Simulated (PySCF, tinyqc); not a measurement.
Inside a calculation (part 1 of 2). Method: RHF in the sto-6g basis, for H6, spin multiplicity 1. The lowest restricted solution is unstable here: a spin-polarised one lies 0.1148 hartree lower (PySCF). Computed by tinyqc, a small Python program that keeps every step (integrals from PySCF). Settings: charge = 0, multiplicity = 1, basis = sto-6g, energy threshold = 1e-10, iteration cap = 73, orthogonalisation = symmetric, start = random, DIIS depth = 6, damping = 0.7, method = RHF. Command: `OMP_NUM_THREADS=1 python tinyqc.py 29292 29293 out.jsonl` (the two numbers bound the seeds that draw the settings). One thread of a shared host (Intel(R) Xeon(R) Processor @ 2.60GHz), about 0.2 s of CPU time with the checks. Later iterations appear only in the table of the cycle.

## One-electron integrals

Geometry (angstrom):
```
atom        x        y        z
H     0.00000  0.00000  0.00000
H     0.00000  0.00000  1.41000
H     0.00000  0.00000  2.82600
H     0.00000  0.00000  4.23500
H     0.00000  0.00000  5.65200
H     0.00000  0.00000  7.06100
```

Basis sto-6g: exponents (1/bohr^2) and contraction coefficients of normalised primitives:
```
element  l (shell)  exponent  coefficient
H            s (1)  35.52322      0.00916
H            s (1)   6.51314      0.04936
H            s (1)   1.82214      0.16854
H            s (1)   0.62596      0.37056
H            s (1)   0.24308      0.41649
H            s (1)   0.10011      0.13033
```

Overlap, kinetic and nuclear-attraction integrals over the contracted functions; the nuclear repulsion is the sum of Za Zb / Rab.

nuclear repulsion = 3.2595490 hartree

overlap S, order 1H 1s, 2H 1s, 3H 1s, 4H 1s, 5H 1s, 6H 1s:
$$\begin{pmatrix}
1.00000 & 0.29179 & 0.02961 & 0.00202 & 0.00009 & 0.00000 \\
0.29179 & 1.00000 & 0.28935 & 0.02966 & 0.00199 & 0.00009 \\
0.02961 & 0.28935 & 1.00000 & 0.29219 & 0.02961 & 0.00202 \\
0.00202 & 0.02966 & 0.29219 & 1.00000 & 0.28894 & 0.02961 \\
0.00009 & 0.00199 & 0.02961 & 0.28894 & 1.00000 & 0.29219 \\
0.00000 & 0.00009 & 0.00202 & 0.02961 & 0.29219 & 1.00000
\end{pmatrix}$$

kinetic energy T (hartree), order 1H 1s, 2H 1s, 3H 1s, 4H 1s, 5H 1s, 6H 1s:
$$\begin{pmatrix}
0.76852 & 0.01877 & -0.00710 & -0.00085 & -0.00006 & 0.00000 \\
0.01877 & 0.76852 & 0.01804 & -0.00711 & -0.00084 & -0.00006 \\
-0.00710 & 0.01804 & 0.76852 & 0.01889 & -0.00710 & -0.00085 \\
-0.00085 & -0.00711 & 0.01889 & 0.76852 & 0.01792 & -0.00710 \\
-0.00006 & -0.00084 & -0.00710 & 0.01792 & 0.76852 & 0.01889 \\
0.00000 & -0.00006 & -0.00085 & -0.00710 & 0.01889 & 0.76852
\end{pmatrix}$$

nuclear attraction V (hartree), order 1H 1s, 2H 1s, 3H 1s, 4H 1s, 5H 1s, 6H 1s:
$$\begin{pmatrix}
-2.09346 & -0.56629 & -0.05541 & -0.00366 & -0.00016 & 0.00000 \\
-0.56629 & -2.38998 & -0.61053 & -0.05856 & -0.00370 & -0.00016 \\
-0.05541 & -0.61053 & -2.48399 & -0.63013 & -0.05845 & -0.00366 \\
-0.00366 & -0.05856 & -0.63013 & -2.48380 & -0.60953 & -0.05541 \\
-0.00016 & -0.00370 & -0.05845 & -0.60953 & -2.38990 & -0.56722 \\
0.00000 & -0.00016 & -0.00366 & -0.05541 & -0.56722 & -2.09373
\end{pmatrix}$$

core Hamiltonian H = T + V (hartree), order 1H 1s, 2H 1s, 3H 1s, 4H 1s, 5H 1s, 6H 1s:
$$\begin{pmatrix}
-1.32493 & -0.54752 & -0.06251 & -0.00451 & -0.00021 & -0.00001 \\
-0.54752 & -1.62146 & -0.59249 & -0.06567 & -0.00455 & -0.00021 \\
-0.06251 & -0.59249 & -1.71547 & -0.61124 & -0.06555 & -0.00451 \\
-0.00451 & -0.06567 & -0.61124 & -1.71528 & -0.59162 & -0.06251 \\
-0.00021 & -0.00455 & -0.06555 & -0.59162 & -1.62138 & -0.54832 \\
-0.00001 & -0.00021 & -0.00451 & -0.06251 & -0.54832 & -1.32521
\end{pmatrix}$$

## Two-electron integrals

Functions are numbered as in S; the eight-fold symmetry (ij|kl) = (ji|kl) = (kl|ij) leaves the list below.

Two-electron integrals (ij|kl) in chemists' order, unique and non-zero (hartree):
```
(11|11) 0.77500    (21|11) 0.16049    (21|21) 0.04930    (22|11) 0.36530
(22|21) 0.16049    (22|22) 0.77500    (31|11) 0.01123    (31|21) 0.00390
(31|22) 0.01536    (31|31) 0.00038    (32|11) 0.07355    (32|21) 0.03129
(32|22) 0.15887    (32|31) 0.00387    (32|32) 0.04841    (33|11) 0.18722
(33|21) 0.07405    (33|22) 0.36395    (33|31) 0.01123    (33|32) 0.15887
(33|33) 0.77500    (41|11) 0.00057    (41|21) 0.00021    (41|22) 0.00086
(41|31) 2.24e-05   (41|32) 0.00025    (41|33) 0.00086    (41|41) 1.48e-06
(42|11) 0.00586    (42|21) 0.00234    (42|22) 0.01125    (42|31) 0.00030
(42|32) 0.00388    (42|33) 0.01539    (42|41) 2.24e-05   (42|42) 0.00038
(43|11) 0.04415    (43|21) 0.01637    (43|22) 0.07417    (43|31) 0.00234
(43|32) 0.03134    (43|33) 0.16077    (43|41) 0.00021    (43|42) 0.00391
(43|43) 0.04945    (44|11) 0.12495    (44|21) 0.04409    (44|22) 0.18729
(44|31) 0.00585    (44|32) 0.07358    (44|33) 0.36553    (44|41) 0.00057
(44|42) 0.01125    (44|43) 0.16077    (44|44) 0.77500    (51|11) 1.80e-05
(51|21) 6.84e-06   (51|22) 3.04e-05   (51|31) 8.30e-07   (51|32) 9.91e-06
(51|33) 3.78e-05   (51|41) 6.02e-08   (51|42) 9.89e-07   (51|43) 1.00e-05
(51|44) 3.04e-05   (52|11) 0.00032    (52|21) 0.00012    (52|22) 0.00056
(52|31) 1.59e-05   (52|32) 0.00020    (52|33) 0.00084    (52|41) 1.25e-06
(52|42) 2.21e-05   (52|43) 0.00025    (52|44) 0.00084    (52|51) 5.93e-08
(52|52) 1.43e-06   (53|11) 0.00378    (53|21) 0.00135    (53|22) 0.00583
(53|31) 0.00018    (53|32) 0.00231    (53|33) 0.01123    (53|41) 1.61e-05
(53|42) 0.00030    (53|43) 0.00391    (53|44) 0.01536    (53|51) 8.30e-07
(53|52) 2.21e-05   (53|53) 0.00038    (54|11) 0.03106    (54|21) 0.01065
(54|22) 0.04362    (54|31) 0.00134    (54|32) 0.01606    (54|33) 0.07346
(54|41) 0.00012    (54|42) 0.00231    (54|43) 0.03129    (54|44) 0.15860
(54|51) 6.78e-06   (54|52) 0.00020    (54|53) 0.00386    (54|54) 0.04827
(55|11) 0.09363    (55|21) 0.03134    (55|22) 0.12475    (55|31) 0.00378
(55|32) 0.04368    (55|33) 0.18722    (55|41) 0.00032    (55|42) 0.00584
(55|43) 0.07413    (55|44) 0.36373    (55|51) 1.80e-05   (55|52) 0.00056
(55|53) 0.01123    (55|54) 0.15860    (55|55) 0.77500    (61|11) 4.02e-07
(61|21) 1.49e-07   (61|22) 6.61e-07   (61|31) 1.95e-08   (61|32) 2.44e-07
(61|33) 1.06e-06   (61|42) 2.79e-08   (61|43) 3.17e-07   (61|44) 1.06e-06
(61|53) 2.79e-08   (61|54) 2.44e-07   (61|55) 6.61e-07   (62|11) 1.15e-05
(62|21) 4.15e-06   (62|22) 1.81e-05   (62|31) 5.45e-07   (62|32) 6.81e-06
(62|33) 3.05e-05   (62|41) 4.59e-08   (62|42) 8.34e-07   (62|43) 1.00e-05
(62|44) 3.79e-05   (62|52) 5.95e-08   (62|53) 9.89e-07   (62|54) 9.92e-06
(62|55) 3.04e-05   (63|11) 0.00022    (63|21) 0.00008    (63|22) 0.00032
(63|31) 9.93e-06   (63|32) 0.00012    (63|33) 0.00057    (63|41) 8.72e-07
(63|42) 1.62e-05   (63|43) 0.00021    (63|44) 0.00086    (63|51) 4.58e-08
(63|52) 1.25e-06   (63|53) 2.24e-05   (63|54) 0.00025    (63|55) 0.00086
(63|62) 6.03e-08   (63|63) 1.48e-06   (64|11) 0.00281    (64|21) 0.00094
(64|22) 0.00378    (64|31) 0.00011    (64|32) 0.00134    (64|33) 0.00585
(64|41) 9.93e-06   (64|42) 0.00018    (64|43) 0.00234    (64|44) 0.01123
(64|51) 5.43e-07   (64|52) 1.59e-05   (64|53) 0.00030    (64|54) 0.00386
(64|55) 0.01536    (64|61) 1.95e-08   (64|62) 8.32e-07   (64|63) 2.24e-05
(64|64) 0.00038    (65|11) 0.02439    (65|21) 0.00803    (65|22) 0.03139
(65|31) 0.00095    (65|32) 0.01068    (65|33) 0.04415    (65|41) 0.00008
(65|42) 0.00135    (65|43) 0.01639    (65|44) 0.07413    (65|51) 4.14e-06
(65|52) 0.00012    (65|53) 0.00234    (65|54) 0.03129    (65|55) 0.16077
(65|61) 1.49e-07   (65|62) 6.87e-06   (65|63) 0.00021    (65|64) 0.00391
(65|65) 0.04945    (66|11) 0.07494    (66|21) 0.02435    (66|22) 0.09364
(66|31) 0.00281    (66|32) 0.03110    (66|33) 0.12495    (66|41) 0.00022
(66|42) 0.00379    (66|43) 0.04415    (66|44) 0.18722    (66|51) 1.15e-05
(66|52) 0.00032    (66|53) 0.00585    (66|54) 0.07346    (66|55) 0.36553
(66|61) 4.02e-07   (66|62) 1.81e-05   (66|63) 0.00057    (66|64) 0.01123
(66|65) 0.16077    (66|66) 0.77500
```

## Orthogonalisation

S = U s U^T; symmetric (Loewdin) form X = U s^(-1/2) U^T, so that X^T S X = 1.

eigenvalues of S: [0.51458, 0.63594, 0.83285, 1.09243, 1.35838, 1.56582]

X, order 1H 1s, 2H 1s, 3H 1s, 4H 1s, 5H 1s, 6H 1s:
$$\begin{pmatrix}
1.03499 & -0.15975 & 0.02037 & -0.00300 & 0.00049 & -0.00008 \\
-0.15975 & 1.07138 & -0.16403 & 0.02125 & -0.00311 & 0.00049 \\
0.02037 & -0.16403 & 1.07248 & -0.16577 & 0.02122 & -0.00301 \\
-0.00300 & 0.02125 & -0.16577 & 1.07238 & -0.16380 & 0.02037 \\
0.00049 & -0.00311 & 0.02122 & -0.16380 & 1.07138 & -0.15998 \\
-0.00008 & 0.00049 & -0.00301 & 0.02037 & -0.15998 & 1.03509
\end{pmatrix}$$

## Starting guess

The start is random orthonormal orbitals; D = 2 C_occ C_occ^T.

D at the start, order 1H 1s, 2H 1s, 3H 1s, 4H 1s, 5H 1s, 6H 1s:
$$\begin{pmatrix}
0.62183 & -0.33951 & 0.36735 & 0.60932 & -0.10010 & -0.55932 \\
-0.33951 & 1.96519 & -0.71909 & -0.53485 & 0.09378 & -0.46093 \\
0.36735 & -0.71909 & 2.36632 & -0.75747 & 0.26094 & 0.09883 \\
0.60932 & -0.53485 & -0.75747 & 1.31250 & -0.29766 & -0.58228 \\
-0.10010 & 0.09378 & 0.26094 & -0.29766 & 0.07196 & 0.10736 \\
-0.55932 & -0.46093 & 0.09883 & -0.58228 & 0.10736 & 0.85426
\end{pmatrix}$$

## Iteration 1: building the Fock matrix

J_ij = sum D_kl (ij|kl), K_ij = sum D_kl (ik|jl); F = H + J - 0.5 K; E = tr D H + tr D J / 2 - 0.25 tr D K + E_nn.

Coulomb J (hartree), order 1H 1s, 2H 1s, 3H 1s, 4H 1s, 5H 1s, 6H 1s:
$$\begin{pmatrix}
1.58417 & 0.56372 & 0.06167 & 0.00415 & 0.00017 & 0.00000 \\
0.56372 & 2.47622 & 0.71324 & 0.06620 & 0.00385 & 0.00015 \\
0.06167 & 0.71324 & 2.70107 & 0.65865 & 0.05406 & 0.00312 \\
0.00415 & 0.06620 & 0.65865 & 2.04438 & 0.45772 & 0.04050 \\
0.00017 & 0.00385 & 0.05406 & 0.45772 & 1.32065 & 0.36994 \\
0.00000 & 0.00015 & 0.00312 & 0.04050 & 0.36994 & 1.31143
\end{pmatrix}$$

exchange K (hartree), order 1H 1s, 2H 1s, 3H 1s, 4H 1s, 5H 1s, 6H 1s:
$$\begin{pmatrix}
0.47380 & 0.28008 & 0.09714 & 0.05755 & -0.00950 & -0.05327 \\
0.28008 & 1.33936 & 0.34588 & -0.06805 & -0.02401 & -0.05346 \\
0.09714 & 0.34588 & 1.50080 & 0.22046 & 0.01933 & -0.02143 \\
0.05755 & -0.06805 & 0.22046 & 0.78873 & 0.05370 & -0.09267 \\
-0.00950 & -0.02401 & 0.01933 & 0.05370 & 0.06615 & 0.14050 \\
-0.05327 & -0.05346 & -0.02143 & -0.09267 & 0.14050 & 0.68540
\end{pmatrix}$$

Fock matrix F (hartree), order 1H 1s, 2H 1s, 3H 1s, 4H 1s, 5H 1s, 6H 1s:
$$\begin{pmatrix}
0.02234 & -0.12384 & -0.04941 & -0.02914 & 0.00471 & 0.02663 \\
-0.12384 & 0.18507 & -0.05219 & 0.03455 & 0.01131 & 0.02667 \\
-0.04941 & -0.05219 & 0.23520 & -0.06281 & -0.02116 & 0.00932 \\
-0.02914 & 0.03455 & -0.06281 & -0.06526 & -0.16074 & 0.02432 \\
0.00471 & 0.01131 & -0.02116 & -0.16074 & -0.33381 & -0.24863 \\
0.02663 & 0.02667 & 0.00932 & 0.02432 & -0.24863 & -0.35647
\end{pmatrix}$$

total energy of this density = -0.9966624 hartree

This density is the starting one.

## Iteration 1: diagonalisation and new density

Diagonalise F' = X^T F X, C = X C', fill 3 alpha and 3 beta electrons from the bottom; D = 2 C_occ C_occ^T; the new density keeps 0.7 of the old one (damping). Each column has its largest component positive (the first on a tie).

F' = X^T F X (hartree):
$$\begin{pmatrix}
0.06818 & -0.17152 & -0.00755 & -0.03676 & 0.00521 & 0.02295 \\
-0.17152 & 0.27961 & -0.14244 & 0.07305 & -0.00161 & 0.02420 \\
-0.00755 & -0.14244 & 0.31513 & -0.11709 & 0.01276 & -0.00369 \\
-0.03676 & 0.07305 & -0.11709 & 0.00475 & -0.13402 & 0.07927 \\
0.00521 & -0.00161 & 0.01276 & -0.13402 & -0.25160 & -0.17735 \\
0.02295 & 0.02420 & -0.00369 & 0.07927 & -0.17735 & -0.30613
\end{pmatrix}$$

orbital energies (hartree): MO1 -0.46187, MO2 -0.21899, MO3 -0.04052, MO4 0.07397, MO5 0.24020, MO6 0.51715

coefficients C, order 1H 1s, 2H 1s, 3H 1s, 4H 1s, 5H 1s, 6H 1s:
$$\begin{pmatrix}
-0.04240 & -0.12703 & 0.75423 & -0.02346 & -0.59584 & -0.39341 \\
-0.03608 & 0.01034 & 0.40101 & -0.16759 & 0.51506 & 0.86323 \\
0.00087 & -0.04358 & 0.16811 & 0.21395 & 0.65125 & -0.83989 \\
-0.02164 & -0.52538 & -0.06663 & 0.80977 & -0.27183 & 0.44116 \\
0.58581 & -0.58458 & -0.07151 & -0.68765 & 0.11770 & -0.15497 \\
0.65942 & 0.64171 & 0.15065 & 0.46608 & -0.06468 & 0.08182
\end{pmatrix}$$

D after iteration 1, order 1H 1s, 2H 1s, 3H 1s, 4H 1s, 5H 1s, 6H 1s:
$$\begin{pmatrix}
0.78736 & -0.05606 & 0.33652 & 0.43696 & -0.07278 & -0.38904 \\
-0.05606 & 1.47296 & -0.46321 & -0.39322 & 0.03213 & -0.29670 \\
0.33652 & -0.46321 & 1.67452 & -0.52322 & 0.19104 & 0.06794 \\
0.43696 & -0.39322 & -0.52322 & 1.08731 & -0.02884 & -0.62447 \\
-0.07278 & 0.03213 & 0.19104 & -0.02884 & 0.46438 & 0.07539 \\
-0.38904 & -0.29670 & 0.06794 & -0.62447 & 0.07539 & 1.11957
\end{pmatrix}$$

## Iteration 2: building the Fock matrix

As before.

Coulomb J (hartree), order 1H 1s, 2H 1s, 3H 1s, 4H 1s, 5H 1s, 6H 1s:
$$\begin{pmatrix}
1.59601 & 0.52580 & 0.05508 & 0.00369 & 0.00016 & 0.00000 \\
0.52580 & 2.16426 & 0.61159 & 0.05807 & 0.00355 & 0.00014 \\
0.05508 & 0.61159 & 2.27753 & 0.58721 & 0.05224 & 0.00322 \\
0.00369 & 0.05807 & 0.58721 & 1.95578 & 0.48907 & 0.04564 \\
0.00016 & 0.00355 & 0.05224 & 0.48907 & 1.61260 & 0.44801 \\
0.00000 & 0.00014 & 0.00322 & 0.04564 & 0.44801 & 1.57682
\end{pmatrix}$$

exchange K (hartree), order 1H 1s, 2H 1s, 3H 1s, 4H 1s, 5H 1s, 6H 1s:
$$\begin{pmatrix}
0.66972 & 0.35157 & 0.10744 & 0.04627 & -0.00701 & -0.03680 \\
0.35157 & 1.10696 & 0.29267 & -0.04215 & -0.01859 & -0.03647 \\
0.10744 & 0.29267 & 1.09634 & 0.19787 & 0.03490 & -0.01922 \\
0.04627 & -0.04215 & 0.19787 & 0.75850 & 0.18991 & -0.07067 \\
-0.00701 & -0.01859 & 0.03490 & 0.18991 & 0.44475 & 0.24114 \\
-0.03680 & -0.03647 & -0.01922 & -0.07067 & 0.24114 & 0.90116
\end{pmatrix}$$

Fock matrix F (hartree), order 1H 1s, 2H 1s, 3H 1s, 4H 1s, 5H 1s, 6H 1s:
$$\begin{pmatrix}
-0.06378 & -0.19751 & -0.06115 & -0.02397 & 0.00345 & 0.01840 \\
-0.19751 & -0.01068 & -0.12724 & 0.01348 & 0.00830 & 0.01817 \\
-0.06115 & -0.12724 & 0.01389 & -0.12296 & -0.03076 & 0.00831 \\
-0.02397 & 0.01348 & -0.12296 & -0.13875 & -0.19750 & 0.01846 \\
0.00345 & 0.00830 & -0.03076 & -0.19750 & -0.23116 & -0.22088 \\
0.01840 & 0.01817 & 0.00831 & 0.01846 & -0.22088 & -0.19897
\end{pmatrix}$$

total energy of this density = -1.5178624 hartree

This density is a damped mixture and is not idempotent.

## Iteration 2: DIIS over 2 matrices

error matrix X^T (FDS - SDF) X:
$$\begin{pmatrix}
0.00000 & -0.09987 & 0.06842 & 0.13780 & -0.01431 & -0.01778 \\
0.09987 & 0.00000 & -0.13838 & -0.12797 & -0.14130 & -0.00614 \\
-0.06842 & 0.13838 & 0.00000 & 0.13435 & -0.02901 & 0.15427 \\
-0.13780 & 0.12797 & -0.13435 & 0.00000 & -0.01764 & -0.05521 \\
0.01431 & 0.14130 & 0.02901 & 0.01764 & 0.00000 & -0.02587 \\
0.01778 & 0.00614 & -0.15427 & 0.05521 & 0.02587 & 0.00000
\end{pmatrix}$$

B (overlaps of the stored error matrices):
$$\begin{pmatrix}
7.4767168e-01 & 3.7421838e-01 \\
3.7421838e-01 & 2.7282409e-01
\end{pmatrix}$$

Minimise |sum c_i e_i|^2 with sum c_i = 1: solve [B -1; -1 0][c; lambda] = [0; -1] with B_ij = tr e_i^T e_j, and take F = sum c_i F_i.

DIIS coefficients: [-0.37269, 1.37269]

extrapolated F (hartree), order 1H 1s, 2H 1s, 3H 1s, 4H 1s, 5H 1s, 6H 1s:
$$\begin{pmatrix}
-0.09587 & -0.22496 & -0.06553 & -0.02204 & 0.00298 & 0.01533 \\
-0.22496 & -0.08363 & -0.15521 & 0.00562 & 0.00717 & 0.01500 \\
-0.06553 & -0.15521 & -0.06859 & -0.14538 & -0.03434 & 0.00794 \\
-0.02204 & 0.00562 & -0.14538 & -0.16614 & -0.21120 & 0.01628 \\
0.00298 & 0.00717 & -0.03434 & -0.21120 & -0.19290 & -0.21054 \\
0.01533 & 0.01500 & 0.00794 & 0.01628 & -0.21054 & -0.14027
\end{pmatrix}$$

## Iteration 2: diagonalisation and new density

As before.

F' = X^T F X (hartree):
$$\begin{pmatrix}
-0.03207 & -0.22157 & -0.00764 & -0.02543 & 0.00380 & 0.01317 \\
-0.22157 & 0.02914 & -0.16293 & 0.05606 & -0.00079 & 0.01337 \\
-0.00764 & -0.16293 & 0.01945 & -0.14190 & 0.01513 & -0.00210 \\
-0.02543 & 0.05606 & -0.14190 & -0.07071 & -0.19846 & 0.07868 \\
0.00380 & -0.00079 & 0.01513 & -0.19846 & -0.08296 & -0.19475 \\
0.01317 & 0.01337 & -0.00210 & 0.07868 & -0.19475 & -0.08355
\end{pmatrix}$$

orbital energies (hartree): MO1 -0.33228, MO2 -0.28495, MO3 -0.17591, MO4 0.01671, MO5 0.20259, MO6 0.35313

coefficients C, order 1H 1s, 2H 1s, 3H 1s, 4H 1s, 5H 1s, 6H 1s:
$$\begin{pmatrix}
0.03232 & 0.51024 & 0.25437 & -0.56450 & -0.50587 & -0.44327 \\
-0.01743 & 0.49442 & 0.29558 & 0.09640 & 0.56983 & 0.73119 \\
0.12999 & 0.33686 & -0.12473 & 0.76370 & -0.10713 & -0.68178 \\
0.43019 & 0.13847 & -0.61027 & -0.20732 & -0.43433 & 0.62998 \\
0.62673 & -0.11339 & 0.10793 & -0.27070 & 0.69491 & -0.47673 \\
0.30475 & -0.24862 & 0.64507 & 0.34320 & -0.55979 & 0.30899
\end{pmatrix}$$

D after iteration 2, order 1H 1s, 2H 1s, 3H 1s, 4H 1s, 5H 1s, 6H 1s:
$$\begin{pmatrix}
0.74681 & 0.15690 & 0.32218 & 0.26347 & -0.05703 & -0.24408 \\
0.15690 & 1.23035 & -0.24779 & -0.34690 & 0.00145 & -0.17023 \\
0.32218 & -0.24779 & 1.25972 & -0.25905 & 0.15161 & -0.02720 \\
0.26347 & -0.34690 & -0.25905 & 1.10712 & 0.09264 & -0.61532 \\
-0.05703 & 0.00145 & 0.15161 & 0.09264 & 0.57545 & 0.22606 \\
-0.24408 & -0.17023 & -0.02720 & -0.61532 & 0.22606 & 1.12618
\end{pmatrix}$$

## Iteration 3: building the Fock matrix

As before.

Coulomb J (hartree), order 1H 1s, 2H 1s, 3H 1s, 4H 1s, 5H 1s, 6H 1s:
$$\begin{pmatrix}
1.54965 & 0.50221 & 0.05196 & 0.00350 & 0.00015 & 0.00000 \\
0.50221 & 2.02451 & 0.56851 & 0.05531 & 0.00349 & 0.00015 \\
0.05196 & 0.56851 & 2.10498 & 0.57150 & 0.05287 & 0.00333 \\
0.00350 & 0.05531 & 0.57150 & 2.00640 & 0.51698 & 0.04850 \\
0.00015 & 0.00349 & 0.05287 & 0.51698 & 1.75441 & 0.48058 \\
0.00000 & 0.00015 & 0.00333 & 0.04850 & 0.48058 & 1.66187
\end{pmatrix}$$

exchange K (hartree), order 1H 1s, 2H 1s, 3H 1s, 4H 1s, 5H 1s, 6H 1s:
$$\begin{pmatrix}
0.69572 & 0.40099 & 0.11933 & 0.03158 & -0.00648 & -0.02341 \\
0.40099 & 1.03500 & 0.29867 & -0.01982 & -0.01394 & -0.02466 \\
0.11933 & 0.29867 & 0.92081 & 0.25803 & 0.05242 & -0.02373 \\
0.03158 & -0.01982 & 0.25803 & 0.88299 & 0.27476 & -0.04767 \\
-0.00648 & -0.01394 & 0.05242 & 0.27476 & 0.62023 & 0.32851 \\
-0.02341 & -0.02466 & -0.02373 & -0.04767 & 0.32851 & 0.96128
\end{pmatrix}$$

Fock matrix F (hartree), order 1H 1s, 2H 1s, 3H 1s, 4H 1s, 5H 1s, 6H 1s:
$$\begin{pmatrix}
-0.12315 & -0.24581 & -0.07022 & -0.01680 & 0.00318 & 0.01170 \\
-0.24581 & -0.11446 & -0.17332 & -0.00045 & 0.00591 & 0.01226 \\
-0.07022 & -0.17332 & -0.07088 & -0.16875 & -0.03889 & 0.01068 \\
-0.01680 & -0.00045 & -0.16875 & -0.15037 & -0.21202 & 0.00983 \\
0.00318 & 0.00591 & -0.03889 & -0.21202 & -0.17709 & -0.23200 \\
0.01170 & 0.01226 & 0.01068 & 0.00983 & -0.23200 & -0.14398
\end{pmatrix}$$

total energy of this density = -1.8492990 hartree

This density is a damped mixture and is not idempotent.

## Iteration 3: DIIS over 3 matrices

error matrix X^T (FDS - SDF) X:
$$\begin{pmatrix}
0.00000 & -0.06652 & 0.06580 & 0.10668 & -0.00340 & 0.02029 \\
0.06652 & 0.00000 & -0.11663 & -0.06601 & -0.10713 & 0.04222 \\
-0.06580 & 0.11663 & 0.00000 & 0.10560 & -0.04247 & 0.13987 \\
-0.10668 & 0.06601 & -0.10560 & 0.00000 & -0.03049 & -0.01563 \\
0.00340 & 0.10713 & 0.04247 & 0.03049 & 0.00000 & -0.01648 \\
-0.02029 & -0.04222 & -0.13987 & 0.01563 & 0.01648 & 0.00000
\end{pmatrix}$$

B (overlaps of the stored error matrices):
$$\begin{pmatrix}
7.4767168e-01 & 3.7421838e-01 & 2.3276688e-01 \\
3.7421838e-01 & 2.7282409e-01 & 2.0764287e-01 \\
2.3276688e-01 & 2.0764287e-01 & 1.7147835e-01
\end{pmatrix}$$

As before.

DIIS coefficients: [0.97697, -4.79126, 4.81429]

extrapolated F (hartree), order 1H 1s, 2H 1s, 3H 1s, 4H 1s, 5H 1s, 6H 1s:
$$\begin{pmatrix}
-0.26546 & -0.35806 & -0.09330 & 0.00547 & 0.00336 & -0.00578 \\
-0.35806 & -0.31905 & -0.27578 & -0.03296 & -0.00027 & -0.00195 \\
-0.09330 & -0.27578 & -0.17804 & -0.28462 & -0.06052 & 0.02068 \\
0.00547 & -0.03296 & -0.28462 & -0.12291 & -0.23147 & -0.01740 \\
0.00336 & -0.00027 & -0.06052 & -0.23147 & -0.07113 & -0.30151 \\
-0.00578 & -0.00195 & 0.02068 & -0.01740 & -0.30151 & -0.08810
\end{pmatrix}$$
